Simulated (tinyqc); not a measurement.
Thickness of the film: ellipsoidal valleys in the axes of a wafer and a channel.

Valleys with axes a along x, y and z, two valleys each; inverse mass tensor w = 1/mt + (1/ml - 1/mt) a a. Device axes: z = nz/|nz|, x = nx/|nx|, y = z cross x; in them a = (ax, ay, az). Confinement mass mz = 1/w_zz. In the plane w_ij is replaced by u_ij = w_ij - w_iz w_jz/w_zz (i, j = x, y); density-of-states mass md = 1/sqrt(det u); conductivity mass along x mc = 1/u_xx; ballistic transport mass mx = u_yy/det u, width mass my = 1/u_yy.

Hard walls: E_n = c (n pi/t)^2/mz, c = hbar^2/2m0, n = 1, 2, 3. Non-degenerate share of a valley proportional to md sum_n exp(-E_n/kT); mean 1/mc = sum of share/mc. 1 nm = 10 angstrom.

Constants: hbar^2/2m0 = 3.80998211 eV angstrom^2; kB = 8.617333262e-05 eV/K.

Parameters, chosen for this exercise (near those of the Delta valleys of Si; not measured data):
- ml = 0.945 m0 (longitudinal mass)
- mt = 0.183 m0 (transverse mass)
- nz = (0, 0, 1) (surface normal (confinement))
- nx = (1, 1, 0) (channel direction)
- T = 77 K (temperature)

Share of the lowest ladder and mean conductivity mass.

Results:

| t (nm) | lowest E1 (meV) | spread of E1 (meV) | share of the lowest ladder | mean mc |
|---|---|---|---|---|
| 2.0 | 99.5 | 414.2 | 1.000 | 0.1830 |
| 3.0 | 44.2 | 184.1 | 1.000 | 0.1830 |
| 4.0 | 24.9 | 103.6 | 1.000 | 0.1830 |
| 5.0 | 15.9 | 66.3 | 1.000 | 0.1830 |
| 7.0 | 8.1 | 33.8 | 0.974 | 0.1850 |
| 10.0 | 4.0 | 16.6 | 0.758 | 0.2028 |
| 14.0 | 2.0 | 8.5 | 0.537 | 0.2250 |

The spread falls as 1/t^2 and stays above kT = 6.6 meV; the share of the lowest ladder goes from 1.000 to 0.537 and the mean mass goes from 0.1830 to 0.2250, against 0.2503 for equal shares, the limit of a thick film (the bulk value 3/(1/ml + 2/mt) is 0.2503). Three subbands a valley become too few once E3 nears kT.

Program tinyqc; command `OMP_NUM_THREADS=1 python tinyqc.py 1880752 1880753 out.jsonl`; about 0.01 s on one thread of a shared Intel(R) Xeon(R) Processor @ 2.30GHz.
